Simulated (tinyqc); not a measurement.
# Worked calculation: small-signal admittance of a forward-biased p+-n diode

Program tinyqc, `OMP_NUM_THREADS=1 python tinyqc.py 2890111 2890112 out.jsonl`; Intel Xeon 2.30GHz, shared host, one thread, about 0.01 s. Printed values are rounded.

Holes injected into a neutral base of width wb with an ohmic contact at its end; low injection, p0 far above the equilibrium density. A small voltage v exp(i w t), w = 2 pi f, modulates the edge density by p0 v/Vt, and the small-signal density obeys Dp d2p/dx2 = (1/tau + i w) p.

Values chosen for this exercise; permittivity close to that of gallium arsenide: temperature T = 350 K; relative permittivity eps_r = 12.9; donor density of the base Nd = 1.4e15 cm^-3; hole diffusion coefficient Dp = 9.6 cm^2/s; hole lifetime tau = 3e-9 s; width of the neutral base wb = 2 um; excess hole density at the junction edge p0 = 2e13 cm^-3; acceptor density of the p+ side Na = 8e18 cm^-3; signal frequency f = 7e6 Hz.

Constants: q = 1.602176634e-19 C, kB = 1.380649e-23 J/K, Vt = kB T/q, eps0 = 8.8541878128e-14 F/cm where lengths are in cm. Results are converted to the units shown.

## Closed-form admittance

L = sqrt(Dp tau); direct current J = (q Dp p0/L) coth(wb/L); k = sqrt(1 + i w tau)/L; diffusion admittance Y = (q Dp p0/Vt) k coth(k wb) = G + i w C_diff; junction capacitance C_j = sqrt(q eps0 eps_r Nd/(2 Vr)) in the depletion approximation, with the remaining barrier Vr = Vt ln(Na/p0), a rough value under forward bias; base-width modulation is left out.

L = 1.697056 um
J = 0.2191894 A/cm^2
k wb = 1.181062+0.077583i
Y = 7.270026+0.263436i S/cm^2
C_diff = 0.005989593 uF/cm^2
C_j = 0.01814560 uF/cm^2

G is 1.00 times its low-frequency value J/Vt, and C_diff is 0.330 times C_j.

## The same by finite differences

9 equal intervals, h = wb/9; u = small-signal density over its edge value, u_0 = 1, u_9 = 0; u_(i-1) + b u_i + u_(i+1) = 0 with b = -2 - h^2 (1/tau + i w)/Dp; Y = (q Dp p0/(Vt h)) (-b/2 - u_1), which includes the half box at the edge.

b = -2.017147-0.002262i
u, node 1 to 8: 0.8497854-0.0046694i  0.7141525-0.0074962i  0.5907820-0.0088358i  0.4775614-0.0089903i  0.3725499-0.0082185i  0.2739449-0.0067447i  0.1800525-0.0047668i  0.0892582-0.0024632i
Y on the mesh = 7.287872+0.266229i S/cm^2

Against the closed form the real part is 0.25 % above it and the imaginary part 1.1 % above it; |k h| = 0.13.
